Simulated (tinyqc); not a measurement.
Donors on two lattice sites with valley-orbit split states, step by step. Values are carried at full precision from step to step, so a last printed digit may differ when a step is redone from the rounded ones.

Each donor binds at most one electron, in any of its states. For a site s, W_s = sum over its states of g exp(E/kT), and the ionised share is 1/(1 + W_s exp(eta)), eta = (EF - Ec)/kT; n = Nc F_1/2(eta); neutrality n + NA = ND x (mean ionised share, the two sites in equal numbers); holes are neglected. Nc from N = 2 (m kB T/(4 pi c))^(3/2) with c = hbar^2/2m0, in 1/angstrom^3; times 1e24 for 1/cm^3, m = md. F_j(eta) = (1/Gamma(j + 1)) integral_0^infinity x^j dx/(1 + exp(x - eta)), which tends to exp(eta) for eta << 0.

Constants: hbar^2/2m0 = 3.80998211 eV angstrom^2; kB = 8.617333262e-05 eV/K.

Parameters, chosen for this exercise (near those of nitrogen in 4H-SiC; shifted at random, so the results belong to these values and not to a real crystal): md = 0.811 m0 (density-of-states mass of the conduction band); E = (64.8, 57.3, 122.9, 81.1) meV (binding energies of h ground, h excited, k ground, k excited); g = (2, 4, 2, 4) (their degeneracies with spin); T = 500 K; ND = 4.9e+15 1/cm^3 (donors, half on each site); NA = 1.7e+15 1/cm^3 (compensating acceptors, all ionised); mu0 = 40 cm^2/(V s) (mobility at heavy doping); mu1 = 941 cm^2/(V s) (mobility at light doping and 300 K); Nr = 2e+17 1/cm^3 (reference doping); de = 0.61 (doping exponent); ga = 2.4 (temperature exponent).

## Partition sums of the neutral donor

Give each term g exp(E/kT), W_s, and the effective degeneracy W_s exp(-E_ground/kT).

Nc = 3.9435e+19 1/cm^3

terms: h ground 8.999, h excited 15.12, k ground 34.66, k excited 26.27

W_s: h 24.121, k 60.931

effective degeneracy: h 5.361, k 3.516

The ground state alone would give 2 and all states together 6 on each site; here the excited states hold 63 % and 43 % of the bound electrons on the h and k sites.

## Neutrality

Solve for eta.

eta = -9.424
n = 3.18e+15 1/cm^3

ionised share: h 0.998, k 0.995

n is 0.995 of ND - NA. The deeper k site is ionised 1.00 times as much as the h site.

## Mobility and resistivity

Mobility (Caughey-Thomas form): mu = mu0 + (mu1 (T/300)^(-ga) - mu0)/(1 + ((ND + NA)/Nr)^de); rho = 1/(e n mu), e = 1.602176634e-19 C.

Compare with full ionisation, n = ND - NA.

mu = 249.9 cm^2/(V s)
rho = 7.84 ohm cm
rho at full ionisation = 7.80 ohm cm

Incomplete ionisation raises rho by a factor 1.01.

## Checks

- n + NA against ND times the mean ionised share (1/cm^3): both 4.883e+15.

Computed by tinyqc, a small Python program: `OMP_NUM_THREADS=1 python tinyqc.py 1681656 1681657 out.jsonl` (the numbers bound the seed that draws the inputs); one thread of a shared host (Intel(R) Xeon(R) Processor @ 2.30GHz), about 0.01 s for the whole set of steps.
